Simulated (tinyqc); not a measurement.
Threshold of a short bulk MOSFET: charge sharing, barrier lowering, narrow width: one step of the calculation.

n-channel device on a p-type body, depletion approximation, full ionisation. Uniform doping N = Na. Vbi from Boltzmann statistics is rough for the degenerate source. Cox = eps0 eox/tox.

Task. Long-channel threshold and scales. ni = sqrt(Nc Nv) exp(-Eg/(2 Vt)), Eg in volts; 2 pB = 2 Vt ln(N/ni); flat band Vfb - Vt ln(N/Na); Wd = sqrt(2 eps0 eps_r (2 pB - Vbs)/(q N)); body term q N Wd/Cox; long-channel VT0 = flat band + 2 pB + body term; Vbi = Vt ln(N Nsd/ni^2); scale length l = sqrt((eps_r/eox) tox Wd).

Inputs (values chosen for the exercise); band and dielectric values close to those of silicon: temperature T = 300 K; band gap Eg = 1.14 eV; relative permittivity eps_r = 11.7; conduction-band density of states at T Nc = 2.75e19 cm^-3; valence-band density of states at T Nv = 2.64e19 cm^-3; relative permittivity of the gate insulator (close to silicon dioxide) eox = 3.9; insulator thickness tox = 3.1 nm; channel doping Na = 6.8e16 cm^-3; source and drain doping Nsd = 1e20 cm^-3; flat-band voltage for the doping Na Vfb = -0.74 V; body-source voltage Vbs = -0.5 V.

Constants: q = 1.602176634e-19 C, kB = 1.380649e-23 J/K, Vt = kB T/q, eps0 = 8.8541878128e-14 F/cm where lengths are in cm. Results are converted to the units shown.

Give: N; 2 pB; flat band; Wd; body term; VT0; Vbi; l.

Result.

N = 6.8000e16 cm^-3
2 pB = 0.83071 V
flat band = -0.74000 V
Wd = 159.08 nm
body term = 0.15559 V
VT0 = 0.24630 V
Vbi = 1.0193 V
l = 38.463 nm

Program tinyqc, `OMP_NUM_THREADS=1 python tinyqc.py 2002041 2002042 out.jsonl`; Intel Xeon 2.30GHz, shared host, one thread, about 0.01 s.
